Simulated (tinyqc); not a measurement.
Speciation in dilute and buffered hydrofluoric acid, oxide etch rate and bath loading: one step, computed by the program tinyqc. Command: `OMP_NUM_THREADS=1 python tinyqc.py 3120674 3120675 out.jsonl hfetch walk`. One thread of a shared host (Intel(R) Xeon(R) Processor @ 2.30GHz), about 0.01 s of CPU time with the checks.

Concentrations stand for activities, NH4+ and Cl- are spectators, and water ionisation is neglected. H, F and HF2 denote the ions H+, F- and HF2-. The base temperature is 298 K.

Task: One trial. Fluoride balance: [HF] + [F] + 2 [HF2] + 2 [H2F2] = HF added + NH4F added. Acid balance: [H] + [HF] + [HF2] + 2 [H2F2] = HF added + HCl added. For a trial [H], [HF] = [H][F]/K1, and the fluoride balance is a quadratic in [F]. Take pH = 3. The residual is the left side of the acid balance less the right.

Inputs (values chosen for the exercise, of the order of those for thermal oxide at room temperature):
```
quantity,value,unit
HF added,1.2,mol/L
NH4F added,1.8,mol/L
HCl added,0,mol/L
K1 = [H][F]/[HF],0.000736,mol/L
K2 = [HF2]/([HF][F]),4.45,L/mol
K3 = [H2F2]/[HF]^2,0,L/mol
```

Give: [F]; [HF]; [HF2]; [H2F2]; residual.

Result:

[F] = 0.41002 mol/L

[HF] = 0.55709 mol/L

[HF2] = 1.0164 mol/L

[H2F2] = 0 mol/L

residual = 0.37454 mol/L

The residual is positive: the trial holds too much acid, so the pH lies above 3.
